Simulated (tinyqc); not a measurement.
Nudged elastic band on a two-dimensional model surface: one step, computed by the program tinyqc.

V(x, y) = -A (cos kx + cos ky) - B cos kx cos ky + (C sin ky + S sin kx)(1 - cos kx), k = 2 pi/a; the atom hops from the minimum at (0, 0) to that at (a, 0).

Question. Stationary points. Newton steps x(new) = x - H^-1 grad V (moves limited to 0.3 angstrom) from (0, 0), (a, 0) and (a/2, 0) give the two minima and the saddle.

Inputs (values chosen for the exercise, for a model surface):
```
quantity,value,unit
amplitude A,0.25,eV
amplitude B,-0.0077,eV
skew C,0.047,eV
asymmetry S,-0.033,eV
period a,3.7,angstrom
```

Surface: adatom on a square lattice. Climbing image: on.

Give: positions; energies; barrier from the start.

Answer.

positions (angstrom):
```
,x,y
start,0.0000,0.0000
end,3.7000,0.0000
saddle,2.0081,-0.2028
```

energies (eV): start -0.49230, end -0.49230, saddle -0.01524

barrier from the start = 0.47706 eV
